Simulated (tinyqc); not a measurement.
## Gate-all-around wire with two subbands, quantum capacitance: effect of the gate voltage

phi is the Fermi level above the lowest subband edge, in volts; Vg is counted from the gate voltage at which an empty wire would have phi = 0. Both directions of motion are filled (equilibrium).

N1 = gv sqrt(2 md m0 kB T/(pi hbar^2)); n1 = N1 F(phi/Vt), n2 = g2 N1 F((phi - E2)/Vt), n = n1 + n2, F(e) = (1/sqrt(pi)) int_0^infinity u^(-1/2) du/(1 + exp(u - e)); Cq = q dn/dphi = (q N1/Vt) [F'(phi/Vt) + g2 F'((phi - E2)/Vt)]. Cox = 2 pi eps0 eox/ln(1 + tox/rw) per length; Vg = phi + q n/Cox. 1/C_G = 1/Cox + 1/(Cq); dphi/dVg = Cox/(Cox + Cq).

Values chosen for this exercise:
- T = 400 K (temperature)
- eox = 21.7 (relative permittivity of the gate insulator (close to hafnium oxide))
- tox = 3.6 nm (insulator thickness)
- md = 0.24 m0 (mass along the wire)
- gv = 4 (valley degeneracy)
- E2 = 0.23 eV (second subband above the first)
- g2 = 2 (orbital degeneracy of the second subband)
- rw = 3.1 nm (radius of the wire)

Constants: q = 1.602176634e-19 C, kB = 1.380649e-23 J/K, hbar = 1.054571817e-34 J s, m0 = 9.1093837015e-31 kg, Vt = kB T/q, eps0 = 8.8541878128e-14 F/cm where lengths are in cm. Results are converted to the units shown.

The same in every row: Cox (pF/cm) = 15.66.

Results:
```
Vg (V),phi (V),n (cm^-1),Cq (pF/cm),C_G (pF/cm),dphi/dVg,share of the second band (%)
-0.2,-0.2003,3.148e4,0.1460,0.1447,0.9908,0.2529
0,-0.03290,3.217e6,11.95,6.779,0.5672,0.3183
0.2,0.05699,1.398e7,21.88,9.128,0.4173,0.9897
0.4,0.1433,2.510e7,21.77,9.110,0.4184,6.410
0.8,0.2602,5.278e7,53.68,12.13,0.2259,38.72
1,0.3063,6.782e7,49.14,11.88,0.2417,48.14
1.2,0.3584,8.228e7,39.98,11.25,0.2815,53.68
1.4,0.4190,9.591e7,32.84,10.61,0.3229,56.99
1.6,0.4871,1.088e8,28.15,10.06,0.3575,59.09
```

Estimate the missing row, Vg = 0.6 V.

Computed row:
```
Vg (V),phi (V),n (cm^-1),Cq (pF/cm),C_G (pF/cm),dphi/dVg,share of the second band (%)
0.6,0.2119,3.795e7,41.74,11.39,0.2729,23.45
```

With this row back in the table: As Vg goes from -0.2 to 1.6, Cq moves up and down between 0.146 and 53.7 pF/cm, C_G/Cox moves up and down between 0.00924 and 0.774 and n rises from 31500 to 1.09e8 cm^-1. Cq is below Cox for Vg = -0.2, 0; there the density of states limits the response dn/dVg more than the insulator does. The peak of Cq mirrors the inverse-square-root peak of the density of states at a subband edge.

Numbers from tinyqc (`OMP_NUM_THREADS=1 python tinyqc.py 2200048 2200049 out.jsonl`; about 0.01 s on one thread of a shared Intel Xeon 2.30GHz).
